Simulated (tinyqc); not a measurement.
One anharmonic mode: perturbation theory, self-consistent phonons and exact levels: one step, computed by the program tinyqc.

V(x) = k x^2/2 + b x^4 for one coordinate x of mass M. A constant K > 0 gives hbar Omega = sqrt((hbar^2/u) K/M) with K in eV/angstrom^2 and M in u.

Problem. Self-consistent results. Self-consistent phonon, centred at x = 0: K = k + 12 b <x^2>, <x^2> = (hbar Omega/(2K)) coth(hbar Omega/(2 k_B T)). Its free energy is F = k_B T ln[2 sinh(hbar Omega/(2 k_B T))] + (k - K)<x^2>/2 + 3 b <x^2>^2, an upper bound to the exact one.

Inputs (values chosen for the exercise, for a model mode):

| quantity | value | unit |
|---|---|---|
| mode mass M | 54 | u |
| harmonic constant k | 1.65 | eV/angstrom^2 |
| quartic constant b | 42.6 | eV/angstrom^4 |
| temperature T | 61 | K |

Shape: single well.

self-consistent K = 3.076036 eV/angstrom^2

Constants: hbar^2/u = 4.18015928e-03 eV angstrom^2; k_B = 8.617333262e-05 eV/K.

Give: self-consistent quantum; self-consistent <x^2>; self-consistent free energy.

Solution.

self-consistent quantum = 15.43 meV

self-consistent <x^2> = 0.002790 angstrom^2

self-consistent free energy = 6.434 meV
